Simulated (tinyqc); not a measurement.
# Worked calculation: MESFET, gradual channel with velocity saturation

Numbers from tinyqc (`OMP_NUM_THREADS=1 python tinyqc.py 2500016 2500017 out.jsonl`; about 0.04 s on one thread of a shared Intel Xeon 2.30GHz). Printed values are rounded.

A uniformly doped n-type channel, depleted from the top by a Schottky gate; at channel potential V the depleted share of a is u = sqrt((Vbi - Vg + V)/Vp), s at the source. Electrons drift with v = mu E/(1 + mu E/vsat). Abrupt depletion edge, no series resistance, source at 0.

Parameters, values chosen for the exercise; material values close to those of gallium arsenide: temperature T = 300 K; relative permittivity of the semiconductor eps_r = 13.1; conduction-band density of states at T Nc = 4.33e17 cm^-3; donor density of the channel Nd = 5.5e16 cm^-3; channel thickness a = 210 nm; low-field mobility at this doping mu = 5000 cm^2/(V s); saturation velocity vsat = 1.1e7 cm/s; gate length L = 2 um; gate width W = 100 um; Schottky barrier phiB = 0.6 V; gate voltage Vg = -0.2 V; drain voltage Vd = 0.42 V.

Constants: q = 1.602176634e-19 C, kB = 1.380649e-23 J/K, Vt = kB T/q, eps0 = 8.8541878128e-14 F/cm where lengths are in cm. Results are converted to the units shown.

## Built-in and pinch-off voltages

Vbi = phiB - Vt ln(Nc/Nd); Vp = q Nd a^2/(2 eps0 eps_r); G0 = q mu Nd a W/L; Z = mu Vp/(vsat L); s = sqrt((Vbi - Vg)/Vp). VT = Vbi - Vp.

Vbi = 0.546657 V
Vp = 1.67518 V
VT = -1.12852 V
G0 = 46.2629 mS
Z = 3.80723
s = 0.667621

Z = 3.81: velocity saturation dominates.

## Current below saturation

u = sqrt((Vbi - Vg + Vd)/Vp). I = (G0 Vp/3) F/(1 + Z (u^2 - s^2)), F = 3 (u^2 - s^2) - 2 (u^3 - s^3), with u at V = Vd; Z = 0 gives constant mobility, for which u stops at 1.

u = 0.834528
F = 0.184907
I for Z = 0 = 4.77667 mA
I = 2.44388 mA

The falling mobility lowers the current by 48.8 %.

## Iteration 1: the saturation point by Newton steps

u at the start = 0.668

a is the channel (half-)thickness, Vp its pinch-off voltage and Z = mu Vp/(vsat L); an iterate with u > 1 is an overshoot, not a physical state. f = (1 - u)(1 + Z (u^2 - s^2)) - Z F/3, F = 3 (u^2 - s^2) - 2 (u^3 - s^3); f' = -(1 + Z (u^2 - s^2)); u(new) = u - f/f'.

f = 0.332000
f' = -1.00193
u after iteration 1 = 0.999360

## Iteration 2: the saturation point by Newton steps

As before.

f = -0.325419
f' = -3.10541
u after iteration 2 = 0.894569

## Course of the iteration: the saturation point by Newton steps

Stop when u changes by less than 1e-10, or after 60 iterations.

Course of the iteration:
```
iteration         u  |change|
1          0.999360     0.331
2          0.894569     0.105
3          0.877410    0.0172
4          0.876964   4.46e-4
5          0.876964   2.98e-7
6          0.876964  1.33e-13
```

Converged in 6 iterations. At the end the number of correct digits about doubles with each step.

## Saturation voltage, current and transconductance

um = 0.876964

Vdsat = Vp (um^2 - s^2); Isat = (G0 Vp/Z)(1 - um), which is q Nd vsat a W (1 - um); gm = G0 (um - s)/(1 + Z (um^2 - s^2)). For Z = 0: Vdsat = Vp (1 - s^2), Isat = (G0 Vp/3)(1 - 3 s^2 + 2 s^3), gm = G0 (1 - s).

Vdsat = 0.541668 V
Isat = 2.50448 mA
gm = 4.34090 mS
Vdsat for Z = 0 = 0.928524 V
Isat for Z = 0 = 6.66458 mA
gm for Z = 0 = 15.3768 mS

The current saturates with 12.3 % of the channel still open at the drain, at 0.376 of the constant-mobility current.
